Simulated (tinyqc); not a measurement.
Incorporation against temperature: precursor delivery by bubblers, mass-transport growth and the solid composition of a III-V alloy. Computed by tinyqc, a small Python program. Command: `OMP_NUM_THREADS=1 python tinyqc.py 3013942 3013943 out.jsonl movpe_thermo walk`. One thread of a shared host (Intel(R) Xeon(R) Processor @ 2.30GHz), about 0.01 s of CPU time with the checks.

1 sccm = 44.615 micromol/min; 1 torr = 133.322 Pa. The sources decompose fully at the surface.

Inputs (values chosen for the exercise, modelled on trimethylgallium (source 1) and trimethylindium (source 2) for the vapour pressures): bath temperature T1 = 279 K; bath temperature T2 = 302 K; bubbler pressure p_b = 600 torr; carrier flow F1 = 11 sccm; carrier flow F2 = 64 sccm; total flow F_t = 23 slm; group-V flow F_V = 26 sccm; reactor pressure p = 40 torr; growth temperature T = 890 K; diffusivity at 273 K and 760 torr = 0.39 cm^2/s; flow cross-section A = 53 cm^2; distance from the leading edge z = 4.2 cm; lattice constant a = 5.97 angstrom; interaction L0 of the solid = 21.9 kJ/mol; log10 of p_B,eq over pure BC at 1000 K and 1 torr of group V (exaggerated: liquid indium has about -4.1) = -3 log10 torr; enthalpy of that equilibrium H = 273 kJ/mol.

Alloy: mixing on the group-III sites, with desorption of B.

constants a, b of source 1 (log10 torr, K): [8.053, 1703]

constants a, b of source 2 (log10 torr, K): [10.52, 3014]

Constants: k_B = 1.380649e-23 J/K; R = 8.314462618 J/(mol K).

Method:
- log10 p_v = a - b/T_bath; molar flow = F x 44.615 x p_v/(p_b - p_v) for a saturated bubbler.
- p_i = p n_i/(44615 F_t), F_t in slm; p_V = p F_V/(1000 F_t), counted per molecule supplied; V/III = 44.615 F_V/(n1 + n2); vapour fraction of source 2 = n2/(n1 + n2).
- Mean velocity u = (F_t/A)(760/p)(T/273); D = D0 (T/273)^1.75 (760/p); boundary layer delta = sqrt(pi D z/u); flux = D dp/(delta k_B T); growth rate = flux x a^3/4.
- A sticks fully. B desorbs: its surface pressure is p_B* = x gamma_B K/sqrt(p_V), ln gamma_B = L0 (1 - x)^2/(R T), K = 10^(log10 K at 1000 K) exp[-(H/R)(1/T - 1/1000)], p_V in torr. With equal diffusivities x = (p_2 - p_B*)/(p_1 + p_2 - p_B*). Growth rate = rate per torr x p_1/(1 - x).

p_2 = 6.46762e-04 torr

K/sqrt(p_V) = 8.12649e-05 torr

p_V = 0.0452174 torr

vapour fraction of source 2 = 0.162680

p_1 = 0.00332892 torr

At fixed flows:
```
T (K)  K/sqrt(p_V) (torr)        x  share of B incorporated, 1 - p_B*/p_2
808            1.9226e-06  0.16203                                0.99525
848            1.3072e-05  0.15872                                0.97110
885            6.5975e-05  0.14456                                0.86982
912            1.9788e-04  0.11414                                0.66318
943            6.4626e-04  0.05743                                0.31363
974            1.9575e-03  0.02199                                0.11574
1010           6.5093e-03  0.00732                                0.03794
1062           3.1977e-02  0.00169                                0.00873
```

x equals the vapour fraction 0.163 while gamma_B K/sqrt(p_V) is small against p_1 + p_2 = 0.0040 torr and falls once it is not. Between the last rows the apparent energy R d ln x/d(1/T) is 251 kJ/mol, against H = 273. Caution: so low a V/III ratio is near the limit of smooth growth.
